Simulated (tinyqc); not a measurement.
Six-band k.p model of the valence band of a wurtzite crystal: one step. Levels and weights. Two cases, with inputs chosen for the exercise.

Task: H is one of the two 3 x 3 blocks into which the six-band matrix falls, in the basis HH, LH, CH of the unmixed zone-centre states. Diagonalise it.

Give: levels from the top; weights.

Case 1.

H(k) (eV), lower triangle:
```
           HH         LH         CH
HH  -0.250477
LH  -0.009931  -0.263277
CH          0   0.009051  -0.185560
```

Result:

levels from the top (eV): -0.1845  -0.2454  -0.2695

weights:
```
      top  second  third
HH  0.000   0.787  0.213
LH  0.014   0.209  0.778
CH  0.986   0.005  0.009
```

Case 2.

H(k) (eV), lower triangle:
```
           HH         LH         CH
HH  -0.186106
LH  -0.006885  -0.198772
CH          0   0.008957  -0.029572
```

Result:

levels from the top (eV): -0.0291  -0.1832  -0.2022

weights:
```
      top  second  third
HH  0.000   0.845  0.155
LH  0.003   0.154  0.843
CH  0.997   0.001  0.002
```

Computed by tinyqc, one run a case: `OMP_NUM_THREADS=1 python tinyqc.py N N+1 out.jsonl` with N = 1050152, 1050736; one thread of a shared Intel(R) Xeon(R) Processor @ 2.30GHz, about 0.01 s a run at most.
